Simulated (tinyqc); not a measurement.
# On-chip interconnect, size-dependent resistivity and RC delay: two studies

A rectangular line between two neighbours and two ground planes. Surface and grain-boundary scattering are added to the bulk resistivity as corrections; capacitances are parallel-plate values without fringing; inductance is ignored.

Parameters, values chosen for the exercise; metal values close to those of cobalt: bulk resistivity rho0 = 6.31 uohm cm; bulk mean free path lam = 11.7 nm; specular share of surface scattering ps = 0.2; reflection coefficient of grain boundaries Rg = 0.38; grain size over the metal width gr = 1; drawn line width wd = 17 nm; aspect ratio, height over width AR = 1.8; liner on both walls and the bottom, not conducting tl = 0.9 nm; space to the neighbouring lines sp = 17 nm; dielectric height to the planes above and below hd = 17 nm; relative permittivity of the dielectric ek = 4.2; Miller factor of the neighbours Mf = 0; driver resistance Rd = 320 ohm; load capacitance Cl = 0.058 fF; bulk resistivity of the second metal (close to ruthenium) rho2 = 7.85 uohm cm; mean free path of the second metal lam2 = 6.45 nm; liner of the second metal tl2 = 0.3 nm.

Constants: eps0 = 8.8541878128e-12 F/m. Results are converted to the units shown.

Each table varies one quantity; the others keep the values above.

## Delay against the line length

Metal width x = wd - 2 tl, height y = AR wd - tl; grain boundaries (Mayadas-Shatzkes): al = (lam/(gr x)) Rg/(1 - Rg), g = 1/[1 - 3 al/2 + 3 al^2 - 3 al^3 ln(1 + 1/al)] - 1; surfaces (Fuchs-Sondheimer, thick limit): s = (3/8) lam (1 - ps)(1/x + 1/y); rho = rho0 (1 + g + s); r = rho/(x y); c = eps0 ek (2 wd/hd + 2 Mf AR wd/sp). Elmore delay tE = Rd (c Lw + Cl) + r Lw (c Lw/2 + Cl); t50 is the time at which the far end of a ladder of 30 pi sections (half capacitances at both ends, Cl at the far end, a step applied through Rd) reaches half the step; line share r Lw/(Rd + r Lw); estimate 0.69 Rd (c Lw + Cl) + 0.38 r c Lw^2 + 0.69 r Lw Cl.

The same in every row: rho (uohm cm) = 12.69; r (ohm/um) = 281.1; c (fF/um) = 0.07438.

Result of one run:
```
Lw (um)	tE (ps)	t50 (ps)	estimate (ps)	line share of the resistance (%)
400	1689	1279	1282	99.72
```

What becomes of these results when the line length Lw is changed from 400 to 1000 um, all else the same?

Result of the changed run:
```
Lw (um)	tE (ps)	t50 (ps)	estimate (ps)	line share of the resistance (%)
1000	1.049e4	7949	7973	99.89
```

The whole series:
```
Lw (um)	tE (ps)	t50 (ps)	estimate (ps)	line share of the resistance (%)
1	0.06912	0.04968	0.04842	46.77
3	0.2330	0.1727	0.1673	72.49
7	0.8115	0.6104	0.5958	86.01
20	5.002	3.784	3.744	94.61
50	28.16	21.32	21.26	97.77
100	108.6	82.23	82.23	98.87
400	1689	1279	1282	99.72
1000	1.049e4	7949	7973	99.89
3000	9.421e4	7.136e4	7.159e4	99.96
```

As Lw goes from 1 to 3000, r stays at 281 ohm/um, c stays at 0.0744 fF/um and t50 rises from 0.0497 to 71400 ps. t50/tE lies between 0.719 and 0.757, and the estimate is within 3.1 % of t50. The delay goes as Lw^(1.13) for the shortest lines and Lw^(2.00) for the longest; the line resistance equals Rd at 1.14 um.

## Two metals against line width

Metal width x = wd - 2 tl, height y = AR wd - tl; grain boundaries (Mayadas-Shatzkes): al = (lam/(gr x)) Rg/(1 - Rg), g = 1/[1 - 3 al/2 + 3 al^2 - 3 al^3 ln(1 + 1/al)] - 1; surfaces (Fuchs-Sondheimer, thick limit): s = (3/8) lam (1 - ps)(1/x + 1/y); rho = rho0 (1 + g + s); r = rho/(x y). The second metal has rho2, lam2 and tl2 in place of rho0, lam and tl; ps, Rg, gr and AR are shared.

Two metals against line width:
```
wd (nm)	rho, first (uohm cm)	rho, second (uohm cm)	r, first (ohm/um)	r, second (ohm/um)	ratio second/first
5	35.16	22.79	1.357e4	5953	0.4389
6.5	26.23	19.07	5167	2836	0.5488
8	21.55	16.85	2574	1615	0.6272
10	17.93	14.97	1279	899.8	0.7036
13	14.90	13.28	591.2	463.7	0.7843
17	12.69	11.98	281.1	241.1	0.8576
22	11.15	11.03	142.6	131.2	0.9199
30	9.801	10.18	65.45	64.47	0.9850
45	8.609	9.401	24.88	26.24	1.055
70	7.778	8.848	9.116	10.14	1.113
120	7.163	8.433	2.817	3.274	1.162
```

What does the comparison show?

The resistivity of the first metal falls from 35.2 to 7.16 uohm cm and that of the second goes from 22.8 to 8.43 uohm cm as the line widens. The products rho0 lam, which set the size effect, are 73.8 and 50.6 uohm cm nm. The two resistances cross at wd = 32.5 nm: below it the second metal gives the lower line resistance. For widths well under the mean free path the thick-limit surface term is only a guide.

Program tinyqc, `OMP_NUM_THREADS=1 python tinyqc.py 2100115 2100116 out.jsonl`; Intel Xeon 2.30GHz, shared host, one thread, about 0.01 s.
